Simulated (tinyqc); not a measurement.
Adding salt: a particle near a wafer in liquid: double-layer and van der Waals forces (DLVO), deposition barrier and removal. Computed by tinyqc, a small Python program. Command: `OMP_NUM_THREADS=1 python tinyqc.py 3113566 3113567 out.jsonl dlvo walk`. One thread of a shared host (Intel(R) Xeon(R) Processor @ 2.30GHz), about 0.01 s of CPU time with the checks.

Sphere and flat wall, Derjaguin approximation, constant potentials in the linear-superposition form, no retardation and no hydration force.

Inputs (values chosen for the exercise, of the order of those for alumina on silica in water):
```
quantity                             value   unit
particle radius R                       27     nm
Hamaker constant A                 1.3e-20      J
potential of the particle psi_1        -28     mV
potential of the wafer psi_2           -11     mV
salt concentration c                0.0085  mol/L
valence z of the symmetric salt          2      -
temperature T                          298      K
dielectric constant of the liquid     78.4      -
```

Constants: e = 1.602176634e-19 C; N_A = 6.02214076e+23 1/mol; eps_0 = 8.8541878128e-12 F/m; k_B = 1.380649e-23 J/K; k_B = 8.617333262e-05 eV/K.

Method:
- kappa^2 = 2 z^2 e^2 N_A (1000 c)/(eps eps_0 k_B T); gamma_i = tanh(z e psi_i/(4 k_B T)); Z = 64 pi eps eps_0 (k_B T/(z e))^2 gamma_1 gamma_2.
- The barrier height is zero when U = 0 and F = 0 together: kappa h = 1 and kappa = 6 Z/(e A), e = 2.718282 here; c follows from kappa^2, with the potentials held fixed.
- U(h) = Z R exp(-kappa h) - A R/(6 h); F(h) = -dU/dh = kappa Z R exp(-kappa h) - A R/(6 h^2), positive for repulsion.
- F = 0 reads x^2 exp(-x) = y with x = kappa h and y = A kappa/(6 Z); the left side peaks at x = 2 with 4/e^2 = 0.5413, so roots exist for smaller y: x < 2 is the barrier, x > 2 the secondary minimum.
- kappa scales as sqrt(c); potentials are held fixed. A dash marks rows without a maximum.

critical concentration = 0.00387343 mol/L

kappa = 0.606678 1/nm

Z = 2.41203 pN

Against the concentration:
```
c (mol/L)  Debye length (nm)  barrier at (nm)  barrier (k_B T)  minimum at (nm)  minimum (k_B T)
3.87e-07              244.28           15.284           13.938       2.5070e+03      -5.1189e-03
3.87e-06               77.25            8.819           12.509       6.8018e+02      -1.8530e-02
3.87e-05               24.43            5.212           10.060       1.7761e+02      -6.9043e-02
1.94e-04               10.91            3.711            7.434       6.6775e+01      -1.7814e-01
7.75e-04                5.46            2.884            4.402       2.7506e+01      -4.1433e-01
1.94e-03                3.45            2.546            1.983       1.4595e+01      -7.4389e-01
3.49e-03                2.57            2.445            0.303       9.3412e+00      -1.1030e+00
5.81e-03                1.99            2.514           -1.170       5.9481e+00      -1.5892e+00
1.16e-02                1.41                -                -                -                -
```

What follows from these numbers?

At low salt the barrier tends to Z R = 15.8 k_B T; it is half of that between 3.9e-5 and 1.9e-4 mol/L and changes sign at 0.0039 mol/L, while the secondary minimum deepens to -1.1 k_B T at 0.9 of that.

Extremes, crossings and ranges named in words are read from the listed rows.
